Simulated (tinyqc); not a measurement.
Deep-level transient spectroscopy: one step of the calculation.

Schottky contact on an n-type layer with shallow donors Nd (all ionised) and a donor-like deep trap, neutral when filled and positive when empty; depletion approximation. Traps within lam of the depletion edge stay filled. A long pulse to Vp fills the traps beyond x1 = Wp - lam; back at Vr those between x1 and x2 = Wr - lam emit. A rate window reads S = C(t2) - C(t1).

Problem. Poole-Frenkel lowering. A Coulomb centre of charge +q (when empty) in the field F lowers its barrier by dE = sqrt(q F/(pi eps0 eps_r)) along the field. One-dimensional rate: en exp(b), b = dE/kB T; three-dimensional (Hartke): en {[1 + (b - 1) exp(b)]/b^2 + 1/2}.

Parameters, values chosen for the exercise; material values close to those of indium phosphide: relative permittivity eps_r = 12.6; temperature of the transient T = 115 K; field at the trap F = 28 kV/cm.

Constants: q = 1.602176634e-19 C, kB = 1.380649e-23 J/K, eps0 = 8.8541878128e-14 F/cm where lengths are in cm. Results are converted to the units shown.

en = 47.775139 1/s

Find: dE; b; rate, one-dimensional; rate, three-dimensional.

Solution.

dE = 35.78 meV
b = 3.610
rate, one-dimensional = 1766 1/s
rate, three-dimensional = 381.3 1/s

tinyqc, about 0.01 s, one thread, Intel Xeon 2.30GHz (shared host): `OMP_NUM_THREADS=1 python tinyqc.py 2050127 2050128 out.jsonl`
